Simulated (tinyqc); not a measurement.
Five-level k.p model folded onto the conduction band: one step. Mass and g factor term by term. Three cases, with inputs chosen for the exercise.

Task: Evaluate at E = Eg.

Second-order sums for the lowest conduction level at E: 1/m = 1 + Cm + (Ep/3)(2/E + 1/(E + Dso)) - (Ep2/3)(2/(E7 + D2 - E) + 1/(E7 - E)); g/2 = 1 + Cg - (Ep/3)(1/E - 1/(E + Dso)) - (Ep2/3)(1/(E7 - E) - 1/(E7 + D2 - E)). E is counted from the top of the valence band; E = Eg at the edge.

Case 1.

Values chosen (near those of InAs; not measured data):
- Eg = 0.416 eV (gap at Gamma to the s-like level)
- Dso = 0.393 eV (spin-orbit splitting)
- Ep = 21.6 eV (Kane energy)
- E7 = 4.37 eV (upper Gamma7 conduction level, from the valence top)
- D2 = 0.16 eV (its spin-orbit splitting, Gamma8 above Gamma7)
- Ep2 = 3.4 eV (Kane energy to the upper levels)
- Cm = -2 (remote term in 1/m)
- Cg = 0 (remote term in g/2)

Case 2.

Values chosen (near those of CdTe; not measured data):
- Eg = 1.539 eV (gap at Gamma to the s-like level)
- Dso = 0.949 eV (spin-orbit splitting)
- Ep = 19.2 eV (Kane energy)
- E7 = 5.26 eV (upper Gamma7 conduction level, from the valence top)
- D2 = 0.32 eV (its spin-orbit splitting, Gamma8 above Gamma7)
- Ep2 = 6.9 eV (Kane energy to the upper levels)
- Cm = 1 (remote term in 1/m)
- Cg = 0 (remote term in g/2)

Case 3.

Values chosen (near those of InAs; not measured data):
- Eg = 0.43 eV (gap at Gamma to the s-like level)
- Dso = 0.408 eV (spin-orbit splitting)
- Ep = 22.6 eV (Kane energy)
- E7 = 4.43 eV (upper Gamma7 conduction level, from the valence top)
- D2 = 0.16 eV (its spin-orbit splitting, Gamma8 above Gamma7)
- Ep2 = 2.4 eV (Kane energy to the upper levels)
- Cm = -1 (remote term in 1/m)
- Cg = -0.02 (remote term in g/2)

Give: Terms; m; g.

Result:

Case 1.

Terms:

| level | part of 1/m | part of g |
|---|---|---|
| free + remote | -1.0000 | 2.0000 |
| Gamma8 valence | 34.6154 | -34.6154 |
| Gamma7 valence | 8.8999 | 17.7998 |
| Gamma8 upper | -0.5510 | 0.5510 |
| Gamma7 upper | -0.2866 | -0.5733 |

m = 0.0240 m0
g = -14.838

The valence levels give 43.52 to 1/m and the upper levels take 0.84 away. In g the two valence terms nearly cancel when Dso is small against Eg; here Dso/Eg = 0.94 and they leave -16.816, the upper pair -0.022.

Case 2.

Terms:

| level | part of 1/m | part of g |
|---|---|---|
| free + remote | 2.0000 | 2.0000 |
| Gamma8 valence | 8.3171 | -8.3171 |
| Gamma7 valence | 2.5723 | 5.1447 |
| Gamma8 upper | -1.1383 | 1.1383 |
| Gamma7 upper | -0.6181 | -1.2362 |

m = 0.0898 m0
g = -1.270

The valence levels give 10.89 to 1/m and the upper levels take 1.76 away. In g the two valence terms nearly cancel when Dso is small against Eg; here Dso/Eg = 0.62 and they leave -3.172, the upper pair -0.098.

Case 3.

Terms:

| level | part of 1/m | part of g |
|---|---|---|
| free + remote | 0.0000 | 1.9600 |
| Gamma8 valence | 35.0388 | -35.0388 |
| Gamma7 valence | 8.9897 | 17.9793 |
| Gamma8 upper | -0.3846 | 0.3846 |
| Gamma7 upper | -0.2000 | -0.4000 |

m = 0.0230 m0
g = -15.115

The valence levels give 44.03 to 1/m and the upper levels take 0.58 away. In g the two valence terms nearly cancel when Dso is small against Eg; here Dso/Eg = 0.95 and they leave -17.059, the upper pair -0.015.

Computed by tinyqc, one run a case: `OMP_NUM_THREADS=1 python tinyqc.py N N+1 out.jsonl` with N = 1080465, 1080534, 1080592; one thread of a shared Intel(R) Xeon(R) Processor @ 2.30GHz, about 0.01 s a run at most.
